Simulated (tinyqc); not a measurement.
## Voltage drop against the factor on the load at the hot node

A grid of 17 by 17 nodes with segments Rx (rows) and Ry (columns); every node draws I1 and the central node kh I1; pads with resistance Rp sit at the nodes whose row and column are multiples of the pitch, counting from 0. The drops u = Vdd - V follow from G u = i, with G the conductance matrix and i the load currents, solved directly. Here the pitch is 4.

Inputs (values chosen for the exercise):
- Vdd = 0.65 V (supply voltage)
- Rx = 0.44 ohm (resistance of a horizontal segment)
- Ry = 1.9 ohm (resistance of a vertical segment)
- Rp = 0.038 ohm (resistance from a pad node to the supply)
- I1 = 1.6 mA (load current of a node in the large grid)

Voltage drop against the factor on the load at the hot node:
```
kh   pads  worst drop (mV)  mean drop (mV)  largest drop at a pad (mV)  largest pad current (mA)  worst drop over Vdd (%)
1      25            9.816           6.805                      0.9556                     25.15                    1.510
2      25            9.826           6.808                       1.012                     26.62                    1.512
5      25            9.854           6.818                       1.179                     31.03                    1.516
10     25            9.902           6.834                       1.459                     38.39                    1.523
20     25            10.01           6.868                       2.018                     53.10                    1.540
50     25            10.34           6.967                       3.694                     97.22                    1.590
100    25            10.89           7.132                       6.489                     170.8                    1.676
```

The worst drop rises from 9.82 to 10.9 mV and the mean drop rises from 6.80 to 7.13 mV. The central node is itself a pad. The drops are linear in the loads, so the mean grows by 0.00331 mV for each unit of kh in every row.

Computed by the program tinyqc: `OMP_NUM_THREADS=1 python tinyqc.py 2770139 2770140 out.jsonl`, one thread of a shared Intel Xeon 2.30GHz, about 0.1 s for the whole run.
